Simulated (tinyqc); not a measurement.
Inside a calculation: WKB tunnelling through a gate dielectric with a two-band (Franz) dispersion. Values are carried at full precision from step to step, so a last printed digit may differ when a step is redone from the rounded ones.

Constants: hbar^2/2m0 = 3.80998211 eV angstrom^2.

Values chosen for the exercise (of the size used for hBN on silicon; not measured data): phi = 1.87 eV (barrier above the electron energy at the emitter); t = 31 angstrom (thickness); V = 1.8 V (voltage across the layer); Eg = 5.75 eV (gap of the dielectric); m = 0.47 m0 (mass at the conduction edge).

## Shape of the barrier

Field V/t (1 V/angstrom = 100 MV/cm), the end of the forbidden region x_e = min(t, phi t/V), and u there.

field = 5.81 MV/cm
x_e = 31.00 angstrom
u(x_e) = 0.070 eV

V < phi: a trapezoid, direct tunnelling through the whole layer.

## Decay constant through the layer

At depth x the conduction edge lies u(x) = phi - V x/t above the electron. Parabolic: kappa = sqrt(m u/c). Franz: kappa = sqrt(m u (1 - u/Eg)/c), which vanishes at both band edges. c = hbar^2/2m0. T = exp(-2 integral of kappa dx) over the region u > 0; no image force, no prefactor, zero transverse momentum. The region ends at x_e = min(t, phi t/V); x_e < t is the Fowler-Nordheim regime.

Nine points x = j x_e/8.

kappa (1/angstrom):
```
x (angstrom),u (eV),parabolic,Franz
0.000,1.8700,0.4803,0.3945
3.875,1.6450,0.4505,0.3806
7.750,1.4200,0.4185,0.3632
11.625,1.1950,0.3839,0.3417
15.500,0.9700,0.3459,0.3154
19.375,0.7450,0.3032,0.2828
23.250,0.5200,0.2533,0.2415
27.125,0.2950,0.1908,0.1858
31.000,0.0700,0.0929,0.0924
```

At the emitter the Franz value is 17.9 % below the parabolic one, the factor sqrt(1 - phi/Eg).

## The integrals by Simpson's rule

Weights 1, 4, 2, 4, 2, 4, 2, 4, 1 times a third of the spacing.

integral of kappa dx: parabolic 10.233, Franz 9.159

## The integrals in closed form

Parabolic: (2/3) sqrt(m/c) (t/V) (phi^(3/2) - u_e^(3/2)). Franz: sqrt(m/c) Eg^(3/2) (t/V) (f(phi/Eg) - f(u_e/Eg)) with f(y) = ((2y - 1) sqrt(y (1 - y)) + arcsin(sqrt y))/4. u_e = max(phi - V, 0). T = exp(-2 I).

integral of kappa dx: parabolic 10.2374, Franz 9.1643

T: parabolic 1.28e-09, Franz 1.10e-08

The two-band dispersion raises T by a factor 8.55.

## Checks

- Franz integral in closed form against adaptive quadrature: both 9.16425.

tinyqc: `OMP_NUM_THREADS=1 python tinyqc.py 1482523 1482524 out.jsonl`; about 0.01 s, one thread, shared Intel(R) Xeon(R) Processor @ 2.30GHz.
